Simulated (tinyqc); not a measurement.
Weaire-Thorpe hybrids on a Bethe lattice: gap and dangling bond of an amorphous tetrahedral solid: sweeps and comparisons. A value that a table varies takes the place of the one given here.

Four sp3 hybrids an atom at energy 0, coupled by -V1 on the atom and by -V2 along a bond; the bonds form a tree (no rings). For any network the gap runs at least from -V2 + V1 to V2 - 3 V1, and p-like states pile up at -V2 + V1 and V2 + V1. On the tree the gap is wider: it ends at Ec = -V1 + sqrt(V2^2 + 4 V1^2 - 2 sqrt3 V1 V2), which makes it well wider than the gaps of the real glasses. A branch seen from a hybrid has the self-energy S = V2^2 g, where g is the Green function of the hybrid across the bond, whose three partners carry S themselves. With a = z - V1, b = a - S: g = 1/(a + V1 b/(b + 3 V1)), z = E + i eta. A full atom has G = (1/b)(b + 3 V1)/(b + 4 V1) per hybrid; a dangling hybrid with shift dh has G = 1/(1/g - dh).

Parameters, chosen for this exercise (of the size of tabulated hybrid energies for amorphous silicon; the results hold for these values, not for the real material): V1 = 1.7 eV (coupling of two hybrids on one atom); V2 = 4.52 eV (coupling of the two hybrids of a bond); eta = 0.03 eV (broadening); dh = 0.06 eV (shift of the dangling hybrid (rehybridisation)); VH = 5.23 eV (coupling to a hydrogen atom); eH = -3.47 eV (hydrogen level); E1s = -4 eV (first energy); dE = 0.49 eV (step).

## Bulk, dangling and hydrogenated hybrids across the gap

edges (eV): Ev -2.82000, Ec(bound) -0.58000, Ec(tree) 0.61781

Thirteen energies E1s + j dE. With hydrogen the hybrid gains the self-energy VH^2/(z - eH) and dh = 0.

Density per hybrid (1/eV):
```
E (eV)    bulk  dangling  with hydrogen
-4.00   0.0054    0.0028         0.0007
-3.51   0.0056    0.0008         0.0004
-3.02   0.0587    0.0008         0.0003
-2.53   0.0284    0.0011         0.0003
-2.04   0.0042    0.0015         0.0003
-1.55   0.0017    0.0024         0.0003
-1.06   0.0010    0.0049         0.0004
-0.57   0.0008    0.0153         0.0004
-0.08   0.0008    0.3887         0.0006
0.41    0.0013    0.0408         0.0011
0.90    0.0224    0.0808         0.0155
1.39    0.0317    0.0847         0.0301
1.88    0.0364    0.0797         0.0451
```

Between Ev = -2.82 and Ec = 0.62 eV the bulk density is a broadening tail (least 0.0008). The dangling hybrid reaches 0.389 at -0.08 eV among these rows; its level lies at 0.034 eV, and the peak there, of width eta, is far higher unless a row falls on it. With hydrogen the largest value on the rows inside the gap, more than 0.05 eV from an edge, is 0.0011, and 1/g = VH^2/(E - eH) has no root in the gap: the state has gone into a bonding level below and an antibonding one above.

## Level against rehybridisation

Root of 1/g(E) = dh for eta = 0 in the gap of the tree, between Ev = -V2 + V1 and Ec; a dash: none. A flatter atom makes the hybrid more p-like (dh > 0, up to V1), a more pyramidal one more s-like (dh < 0).

Level:
```
dh (eV)   E (eV)  above Ev (eV)  weight
-3.0     -1.9503         0.8697   0.631
-2.5     -1.6281         1.1919   0.656
-2.0     -1.2962         1.5238   0.670
-1.5     -0.9602         1.8598   0.672
-1.0     -0.6264         2.1936   0.660
-0.5     -0.3028         2.5172   0.630
0.0       0.0000         2.8200   0.576
0.5       0.2669         3.0869   0.485
1.0       0.4763         3.2963   0.343
```

A level exists for 9 of the 9 rows, from dh = -3 (0.870 eV above Ev) to 1 (3.296 eV); the gap of the tree is 3.438 eV. Its slope dE/d(dh) is the weight, largest at dh = -1.5 (0.67). A level that rises as the atom flattens is why an emptied dangling bond relaxes flat and a doubly filled one pyramidal.

## Stretching the bonds

V2 is scaled as (d0/d)^2 and V1 stays. Bound 2 V2 - 4 V1; tree V2 - 2 V1 + sqrt(V2^2 + 4 V1^2 - 2 sqrt3 V1 V2); a negative bound means that a network with rings may have no gap.

Against d/d0:
```
d/d0  V2 (eV)  V2/V1  bound (eV)  tree (eV)
0.96    4.905  2.885       3.009      4.099
0.98    4.706  2.768       2.613      3.755
1.00    4.520  2.659       2.240      3.438
1.02    4.344  2.556       1.889      3.147
1.04    4.179  2.458       1.558      2.880
1.07    3.948  2.322       1.096      2.522
1.10    3.736  2.197       0.671      2.211
1.15    3.418  2.010       0.036      1.782
```

The bound falls by 181 meV for each per cent of stretch near d0 and vanishes at d/d0 = 1.153, beyond the table. Weak, stretched bonds therefore put states closest to the edges, one origin of band tails.

## What each parameter does

Ev = -V2 + V1, conduction edge of the tree -V1 + sqrt(V2^2 + 4 V1^2 - 2 sqrt3 V1 V2), and the level that solves 1/g(E) = dh for eta = 0. Each row changes one parameter from the base and keeps the others.

Results:
```
case           Ev (eV)  Ec (eV)  level (eV)  weight
base           -2.8200   0.6178      0.0343   0.567
V1 = 1.62 eV   -2.9000   0.7385      0.0367   0.607
V2 = 4.67 eV   -2.9700   0.7223      0.0359   0.595
dh = -0.04 eV  -2.8200   0.6178     -0.0231   0.581
```

The largest shifts from the base row, up to three for each result and ties (the steps differ in size, so this ranks the rows, not the parameters). Ev (eV): V2 -0.1500, V1 -0.0800; unchanged at the printed digits by dh. Ec (eV): V1 +0.1207, V2 +0.1045; unchanged at the printed digits by dh. level (eV): dh -0.0574, V1 +0.0024, V2 +0.0016. weight: V1 +0.040, V2 +0.028, dh +0.014.

(tinyqc, `OMP_NUM_THREADS=1 python tinyqc.py 1482118 1482119 out.jsonl`, Intel(R) Xeon(R) Processor @ 2.30GHz, 1 thread, shared host, about 0.02 s.)
